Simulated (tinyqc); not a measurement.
Transmission around the level: tunnelling through a thin dielectric with one trap, as a tight-binding chain.

Hopping -t everywhere, t = c/(m a^2), c = hbar^2/2m0; lead sites at 2t (band bottom 0), barrier sites 1 to N at 2t + phi, and site j has U besides. No voltage. Leads give S = -t exp(ika) on sites 1 and N, cos(ka) = 1 - E/(2t). T = (2 t sin(ka))^2 |G_1N|^2, G = (E - H - S)^-1. In the barrier cosh(q a) = 1 + (phi - E)/(2t).

Resonance: the lowest eigenvalue of H + S(E), iterated until its real part equals E (40 rounds from Eb = phi + 2t - sqrt(4t^2 + U^2), the level in an endless barrier). With v the normalised squared amplitudes of that state, Gamma_L = 2 t sin(ka) v_1, Gamma_R = 2 t sin(ka) v_N; Breit-Wigner T = Gamma_L Gamma_R/((E - Er)^2 + (Gamma_L + Gamma_R)^2/4).

Constants: hbar^2/2m0 = 3.80998211 eV angstrom^2.

Values chosen for the exercise (barrier and mass of the size used for SiO2 on silicon; not measured data):

| symbol | value | unit | meaning |
|---|---|---|---|
| a | 2.5 | angstrom | site spacing |
| m | 0.49 | m0 | mass, the same in leads and barrier |
| phi | 2.97 | eV | conduction edge of the barrier above that of the leads |
| N | 11 |  | barrier sites |
| j | 6 |  | site of the trap |
| U | -4.36 | eV | extra energy on the trap site |

Er = 0.43814 eV

widths (meV): left 0.0028827, right 0.0028827

Energies Er + x (Gamma_L + Gamma_R).

T:

| x | E (eV) | chain | Breit-Wigner | no trap |
|---|---|---|---|---|
| -8.0 | 0.4381 | 0.00389 | 0.00389 | 5.79e-13 |
| -3.0 | 0.4381 | 0.0270 | 0.0270 | 5.79e-13 |
| -1.0 | 0.4381 | 0.200 | 0.200 | 5.80e-13 |
| -0.5 | 0.4381 | 0.500 | 0.500 | 5.80e-13 |
| 0.0 | 0.4381 | 1.00 | 1.00 | 5.80e-13 |
| 0.5 | 0.4381 | 0.500 | 0.500 | 5.80e-13 |
| 1.0 | 0.4381 | 0.200 | 0.200 | 5.80e-13 |
| 3.0 | 0.4382 | 0.0270 | 0.0270 | 5.80e-13 |
| 8.0 | 0.4382 | 0.00389 | 0.00389 | 5.80e-13 |

What can be read from this table?

At Er the chain gives 1.00, 1.73e+12 times the value without trap, and Breit-Wigner 1.00. In the wings, at x = -8 and 8, the single pole agrees with the chain to three digits.

(tinyqc, `OMP_NUM_THREADS=1 python tinyqc.py 1481804 1481805 out.jsonl`, Intel(R) Xeon(R) Processor @ 2.30GHz, 1 thread, shared host, about 0.06 s.)
